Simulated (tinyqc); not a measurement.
# Thermionic-field emission through a Schottky barrier, WKB: what changes with what

Metal on an n-type semiconductor with one parabolic valley; V > 0 is forward bias (metal positive). Energies E are counted from the conduction edge of the neutral semiconductor, whose Fermi level lies at -xi; that of the metal lies at -xi - V. The barrier is a parabola of height Vd = phi - xi - V (depletion approximation, no image force).

Inputs (values chosen for the exercise); band and dielectric values close to those of indium phosphide:

| symbol | value | unit | meaning |
|---|---|---|---|
| T | 300 | K | temperature |
| me | 0.0792 | m0 | electron mass |
| eps_r | 12.4 |  | relative permittivity |
| phi | 0.4 | eV | barrier height seen from the metal |
| Nd | 3e17 | cm^-3 | donor density |

Constants: q = 1.602176634e-19 C, kB = 1.380649e-23 J/K, eps0 = 8.8541878128e-12 F/m, hbar = 1.054571817e-34 J s, h = 6.62607015e-34 J s, m0 = 9.1093837015e-31 kg, Vt = kB T/q. Results are converted to the units shown.

Each table varies one quantity; the others keep the values above.

## Current against forward bias

Nc = 2 (2 pi me m0 kB T/h^2)^1.5 (times 1e-6 for cm^-3); Nd = Nc F12(-xi/Vt), F12(x) = (2/sqrt(pi)) int_0^infinity sqrt(u)/(1 + exp(u - x)) du; E00 = (hbar/2) sqrt(Nd/(me m0 eps0 eps_r)) in SI units (volts). For E < Vd, ln T(E) = -(Vd/E00) [sqrt(1 - y) - y ln((1 + sqrt(1 - y))/sqrt(y))], y = E/Vd; T(E) = 1 above. J = A* T (q/kB) int_0^infinity T(E) N(E) dE, N = ln[(1 + exp((-xi - E)/Vt))/(1 + exp((-xi - V - E)/Vt))], A* = 4 pi q me m0 kB^2/h^3 (times 1e-4 for A/(cm^2 K^2)). The integral is converged to the digits shown; the share over the barrier is that of E > Vd, and 0 means below 1e-6 %. n = (dV/d ln J)/Vt.

Result of one run:
```
V (V)	J (A/cm^2)	share over the barrier (%)	mean E/Vd	n
0.103	61.68	14.0	0.8424	1.078
```

What becomes of these results when the bias V is changed from 0.103 to 0.13 V, all else the same?

Result of the changed run:
```
V (V)	J (A/cm^2)	share over the barrier (%)	mean E/Vd	n
0.13	161.0	15.4	0.8432	1.097
```

The whole series:
```
V (V)	J (A/cm^2)	share over the barrier (%)	mean E/Vd	n
0.103	61.68	14.0	0.8424	1.078
0.13	161.0	15.4	0.8432	1.097
0.157	414.9	17.0	0.8447	1.108
0.184	1061	19.0	0.8473	1.117
0.211	2690	21.3	0.8517	1.127
0.238	6759	24.1	0.8593	1.141
0.265	1.675e4	27.6	0.8729	1.162
```

J rises from 61.7 to 16800 A/cm^2, and n rises from 1.08 to 1.16. The Padovani-Stratton slope is (E00/Vt) coth(E00/Vt) = 1.05; the middle row is 6.2 % above it.

## Contact resistivity against doping

The contact resistivity is rho_c = 1/(dJ/dV) at V = 0, where N becomes V f/Vt with f = 1/(1 + exp((E + xi)/Vt)). The last column is the thermionic value Vt exp(phi/Vt)/(A* T^2). By a common rule of thumb, E00/Vt below 0.5 marks thermionic emission, 0.5 to 5 thermionic-field emission and above 5 field emission.

Contact resistivity against doping:
```
Nd (cm^-3)	E00/Vt	rho_c (ohm cm^2)	thermionic rho_c (ohm cm^2)
9.3e16	0.2210	0.04227	0.1583
2.1e17	0.3321	0.02283	0.1583
4.9e17	0.5073	0.008017	0.1583
1.1e18	0.7601	0.001509	0.1583
2.6e18	1.169	9.659e-5	0.1583
5.9e18	1.760	4.781e-6	0.1583
1.3e19	2.613	3.922e-7	0.1583
3.1e19	4.035	4.923e-8	0.1583
7.1e19	6.106	1.181e-8	0.1583
```

rho_c falls from 0.0423 to 1.18e-8 ohm cm^2: 0.27 of the thermionic value in the first row (thermionic emission) and 7.5e-8 of it in the last (field emission). Between the last two rows ln rho_c changes by 0.439 eV for each unit of 1/E00, to be set beside phi = 0.4 eV of the rule rho_c ~ exp(phi/E00). Even in the first row most of the current tunnels through the thin top of the barrier.

Range of the model: The depletion approximation, a parabolic band and the neglect of image-force lowering make these currents estimates at high doping.

Program tinyqc, `OMP_NUM_THREADS=1 python tinyqc.py 2640082 2640083 out.jsonl`; Intel Xeon 2.30GHz, shared host, one thread, about 0.03 s.
